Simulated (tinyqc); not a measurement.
Grain growth, pinning, strength and diffusional creep of a polycrystal or thin film. Changing the anneal time t. Computed by tinyqc, a small Python program. Command: `OMP_NUM_THREADS=1 python tinyqc.py 3025190 3025191 out.jsonl grain sweep`. One thread of a shared host (Intel(R) Xeon(R) Processor @ 2.30GHz), about 0.01 s of CPU time with the checks.

One mean grain size d describes the structure.

Inputs (values chosen for the exercise, modelled on nickel): shear modulus G = 78.2 GPa; Burgers vector b = 2.492 angstrom; boundary energy gamma = 0.92 J/m^2; mobility prefactor M0 = 5.5e-06 m^4/(J s); activation energy of boundary motion Q_m = 1.38 eV; anneal temperature T = 746 K; initial grain size d0 = 92 nm; particle volume fraction f = 0.0008; particle radius r = 12 nm; film thickness h = 1800 nm; surface energy gamma_s = 1.9 J/m^2; friction stress sigma_0 = 28 MPa; Hall-Petch slope k_y = 0.15 MPa m^0.5.

Sample: thin film on a substrate.

Constants: k_B = 8.617333262e-05 eV/K.

Method:
- M = M0 exp(-Q_m/(k_B T)). The driving pressure is 2 gamma/d. Zener pinning pressure 3 f gamma/(2 r) stops growth at d_Z = 4 r/(3 f). Grooves where boundaries meet the surface have the angle theta = arcsin(gamma/(2 gamma_s)) and are taken to stop growth at d_h = h/(2 theta), a few film thicknesses; the limit is 1/d_lim = 1/d_Z + 1/d_h.
- dd/dt = 2 M gamma (1/d - 1/d_lim) integrates to 2 M gamma t = d_lim (d0 - d) + d_lim^2 ln[(d_lim - d0)/(d_lim - d)]; without pinning d^2 = d0^2 + 4 M gamma t.
- Hall-Petch term k_y/sqrt(d). Orowan term 3.06 x 0.4 G b ln(2 rbar/b)/(pi lambda sqrt(1 - nu)) with nu = 1/3, rbar = sqrt(2/3) r, lambda = rbar (sqrt(pi/f) - 2). Film term (threading dislocation, matched substrate, the geometry of an fcc (111) film taken for all cases): 3.464 G b ln(2 h/b)/(4 pi (1 - nu) h). The terms are added to sigma_0.

One run for each value:
```
anneal time t (s)  size without pinning (nm)  grain size d (nm)  Hall-Petch term (MPa)
0.87                                     130              128.6                 418.30
3.6                                      208              203.4                 332.58
15                                       391              374.9                 244.98
62                                       778              714.5                 177.46
260                                     1584             1327.5                 130.19
4500                                    6581             2981.8                  86.87
19000                                  13522             3108.3                  85.08
78000                                  27397             3108.4                  85.08
```

Give the missing row, anneal time t (s) = 1100.

Computed row:
```
anneal time t (s)  size without pinning (nm)  grain size d (nm)  Hall-Petch term (MPa)
1100                                    3255             2232.3                 100.40
```

Interpolating between the two neighbouring rows (the first column on a logarithmic scale, the others too where they are positive) misses most in grain size d (nm), by 10 %. Over the rows, size without pinning (nm) rises from 130 to 27400 (exponent d ln y / d ln x 0.33 between the first rows and 0.50 between the last); grain size d (nm) rises from 129 to 3110; Hall-Petch term (MPa) falls from 418 to 85.1. At the high end the exponent of size without pinning is 0.50, close to 0.50: parabolic growth. At the high end the exponent of grain size d is 0.00, close to 0: no growth yet, or stagnation.

Caution (rows 0.870, 3.60, 15.0, 62.0): the grains are smaller than the film is thick, so they are not columnar, and the groove drag and film term are overstated.
